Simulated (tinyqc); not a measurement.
## MOS capacitor on a p-type substrate, surface potential from the exact charge relation: effect of the temperature on threshold and swing

Uniform p-type substrate, Boltzmann statistics, full ionisation, classical densities. psi is the surface potential against the body (positive when the bands bend down) and u = psi/Vt. Traps are spread evenly over the gap and neutral at flat band, so their charge is -q Dit psi; the minority quasi-Fermi level is shifted by Vb.

Nc and Nv are given at 293 K and scale as (T/293 K)^1.5; Eg is held fixed. ni = sqrt(Nc Nv) exp(-Eg/(2 Vt)), Eg in volts; phiF = Vt ln(N/ni); Cox = eps0 eox/tox; Vfb = phiM - chi - (Eg - Vt ln(Nv/N)) - q Nf/Cox; VT = Vfb + [(2 phiF + Vb)(1 + q Dit/Cox) + sqrt(2 eps0 eps_r q N (2 phiF + Vb))/Cox]. gamma = sqrt(2 eps0 eps_r q N)/Cox; Wm = sqrt(2 eps0 eps_r (2 phiF + Vb)/(q N)); m = 1 + (eps0 eps_r/Wm + q Dit)/Cox; swing m Vt ln 10; Cmin/Cox = 1/(1 + Cox Wm/(eps0 eps_r)).

Values chosen for this exercise; band and dielectric values those of a made-up semiconductor:
```
symbol,value,unit,meaning
Eg,1.22,eV,band gap
eps_r,12.8,,relative permittivity
Nc,2.42e19,cm^-3,conduction-band density of states at the reference temperature
Nv,2.05e19,cm^-3,valence-band density of states at the reference temperature
chi,4.87,eV,electron affinity
N,1.2e16,cm^-3,acceptor density of the substrate
eox,3.9,,relative permittivity of the gate insulator (close to silicon dioxide)
tox,13,nm,insulator thickness
phiM,5.26,eV,gate work function
Nf,3.5e10,cm^-2,"fixed charge at the interface, in units of q"
Dit,0,cm^-2 eV^-1,density of interface traps
Vb,0,V,reverse bias of the inversion layer against the body
```

Constants: q = 1.602176634e-19 C, kB = 1.380649e-23 J/K, Vt = kB T/q, eps0 = 8.8541878128e-14 F/cm where lengths are in cm. Results are converted to the units shown.

The same in every row: gamma (V^0.5) = 0.2485.

Effect of the temperature on threshold and swing:
```
T (K)	Vfb (V)	2 phiF (V)	VT (V)	Wm (nm)	m	swing (mV/decade)	Cmin/Cox
200	-0.7327	0.9803	0.4937	340.0	1.126	44.66	0.1115
240	-0.7034	0.9211	0.4562	329.5	1.129	53.79	0.1146
280	-0.6732	0.8601	0.4174	318.4	1.134	63.00	0.1182
320	-0.6422	0.7976	0.3774	306.7	1.139	72.33	0.1221
360	-0.6106	0.7339	0.3362	294.1	1.145	81.79	0.1267
400	-0.5785	0.6690	0.2938	280.8	1.152	91.43	0.1319
440	-0.5458	0.6030	0.2502	266.6	1.160	101.3	0.1379
```

What does the table show?

As T goes from 200 to 440, VT falls from 0.494 to 0.250 V, the swing rises from 44.7 to 101 mV/decade and Cmin/Cox rises from 0.112 to 0.138. Of the change of VT by -0.243 V, 0.187 V comes from Vfb and -0.430 V from the band bending and the charge it takes. VT changes by -1.01 mV/K on average.

tinyqc, about 0.01 s, one thread, Intel Xeon 2.30GHz (shared host): `OMP_NUM_THREADS=1 python tinyqc.py 2060162 2060163 out.jsonl`
